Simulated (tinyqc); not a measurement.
Surface Green function of a two-leg ladder, Sancho-Rubio decimation: effect of the broadening.

A semi-infinite lead of cells 0, 1, 2, ... with H0 inside a cell and H1 = <cell i|H|cell i + 1>. One rung (site 1 on leg a, site 2 on leg b) is a cell; all hoppings enter with a minus sign. z = E + i eta.

Start with e_s = e = H0, a = H1, b = H1^dagger. Each round: g = (z - e)^(-1); e_s <- e_s + a g b; e <- e + a g b + b g a; a <- a g a; b <- b g b (all with the old a, b). Round k joins cells 2^k apart. Stop when the largest entry of the matrices a and b is below 1e-12 eV; g_s = (z - e_s)^(-1), bulk (z - e)^(-1), density of states -Im Tr/pi. The last column counts the steps of the plain recursion g <- (z - H0 - H1 g H1^dagger)^(-1), one cell a step from g = (z - H0)^(-1), until no entry changes by more than 1e-8 1/eV.

Inputs (values chosen for the exercise):
```
symbol  value  unit  meaning
E        1.26    eV   energy
```

H0 (eV):
```
,1,2
1,0,-0.24
2,-0.24,0.49
```

H1 (eV):
```
,1,2
1,-1,-0.16
2,0,-0.84
```

Effect of the broadening:
```
eta (eV),rounds,surface density of states (1/eV),plain steps
0.3,8,0.4882,49
0.1,9,0.5522,147
0.04,11,0.5742,369
0.02,12,0.5817,737
0.01,13,0.5856,1472
0.004,14,0.5879,3658
```

What does the table show?

The rounds go from 8 to 14 and the plain steps from 49 to 3658. Inside a band the plain recursion needs a number of steps that grows as 1/eta, the decimation only as log2(1/eta). The density of states tends to 0.5895 1/eV as eta goes to zero; the first row is 17 % below that and the last 0.26 % below it.

Program tinyqc, `OMP_NUM_THREADS=1 python tinyqc.py 2680002 2680003 out.jsonl`; Intel Xeon 2.30GHz, shared host, one thread, about 0.06 s.
